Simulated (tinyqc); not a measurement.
Wider gaps pin less: metal-induced gap states at the contact of a metal chain and a two-band chain.

The semiconductor alternates sites A at -Eg/2 and C at +Eg/2 with hopping -t; the gap runs from -Eg/2 to Eg/2. In the gap cosh(q a) = 1 + (Eg^2/4 - E^2)/(2 t^2) and the amplitude changes by -exp(-q a) a period. The metal has site energy 0 and hopping -tm; its end site has g_m = (E - i sqrt(4 tm^2 - E^2))/(2 tm^2). Sites 1, 2, ... count into the semiconductor, with energies e1, e2 alternating. The clean half chain has g1 = 1/(E - e1 - t^2 g2), g2 = 1/(E - e2 - t^2 g1), decaying root. With the contact G11 = 1/(1/g1 - tc^2 g_m), and the density on site j is -Im G_jj/pi = |psi_j/psi_1|^2 (-Im G11/pi), per spin, with psi_2/psi_1 = -t g2, psi_3/psi_2 = -t g1.

Constants: e^2/(4 pi eps0) = 14.39964547 eV angstrom.

Inputs chosen for the exercise (gap and optical dielectric constant near those of Ge; the chain itself is a model; shifted at random, so the results belong to these values and not to a real crystal):
- Eg = 0.64 eV (gap)
- t = 2.18 eV (hopping in the semiconductor)
- tm = 2.43 eV (hopping in the metal)
- tc = 1.67 eV (hopping across the contact)
- end = C (site that touches the metal)
- a = 4 angstrom (period (two sites); one chain for each area a^2)
- eps = 15.3 (dielectric constant)

E = 0; Eg is varied and eps follows 1 + (eps0 - 1)(Eg0/Eg), with the given Eg and eps as Eg0 and eps0. xi = 1/(2q), N = 2 (summed density)/a^2, S = 1/(1 + 4 pi e^2 N xi/eps).

Against the gap:
```
Eg (eV)    eps  xi (angstrom)  summed density (1/eV)      S  S at fixed eps
0.50     19.30          17.45                 0.5075  0.088           0.071
0.75     13.20          11.64                 0.3325  0.131           0.149
1.10      9.32           7.95                 0.2210  0.190           0.278
1.50      7.10           5.84                 0.1573  0.255           0.424
2.30      4.98           3.83                 0.0964  0.373           0.647
3.40      3.69           2.63                 0.0596  0.510           0.812
5.50      2.66           1.68                 0.0310  0.693           0.928
9.00      2.02           1.11                 0.0144  0.848           0.977
```

From Eg = 0.5 to 9 eV xi falls by a factor 15.8 and the summed density by 35.2, so at fixed eps S rises from 0.07 to 0.98. The weaker screening of wide-gap solids works against this: with it S goes from 0.09 to 0.85.

Program tinyqc; command `OMP_NUM_THREADS=1 python tinyqc.py 1451151 1451152 out.jsonl`; about 0.01 s on one thread of a shared Intel(R) Xeon(R) Processor @ 2.30GHz.
